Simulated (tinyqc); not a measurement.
# Surface Green function of a square-lattice strip three rows wide, Sancho-Rubio decimation: effect of the broadening

A semi-infinite lead of cells 0, 1, 2, ... with H0 inside a cell and H1 = <cell i|H|cell i + 1>. A cell is one column of three sites. z = E + i eta.

Start with e_s = e = H0, a = H1, b = H1^dagger. Each round: g = (z - e)^(-1); e_s <- e_s + a g b; e <- e + a g b + b g a; a <- a g a; b <- b g b (all with the old a, b). Round k joins cells 2^k apart. Stop when the largest entry of the matrices a and b is below 1e-12 eV; g_s = (z - e_s)^(-1), bulk (z - e)^(-1), density of states -Im Tr/pi. The last column counts the steps of the plain recursion g <- (z - H0 - H1 g H1^dagger)^(-1), one cell a step from g = (z - H0)^(-1), until no entry changes by more than 1e-8 1/eV.

Inputs (values chosen for the exercise):
- E = 9.64 eV (energy)

H0 (eV):
```
	1	2	3
1	0.18	-3.07	0
2	-3.07	1.41	-3.07
3	0	-3.07	-1.45
```

H1 (eV):
```
	1	2	3
1	-2.7	0	0
2	0	-2.7	0
3	0	0	-2.7
```

Effect of the broadening:
```
eta (eV)	rounds	surface density of states (1/eV)	plain steps
0.8	7	0.052250	30
0.3	8	0.053026	73
0.1	10	0.054841	217
0.05	11	0.055505	433
0.03	12	0.055797	722
0.01	13	0.056103	2167
```

The rounds go from 7 to 13 and the plain steps from 30 to 2167. Inside a band the plain recursion needs a number of steps that grows as 1/eta, the decimation only as log2(1/eta). The density of states tends to 0.05626 1/eV as eta goes to zero; the first row is 7.1 % below that and the last 0.28 % below it.

Computed by the program tinyqc: `OMP_NUM_THREADS=1 python tinyqc.py 2680034 2680035 out.jsonl`, one thread of a shared Intel Xeon 2.30GHz, about 0.05 s for the whole run.
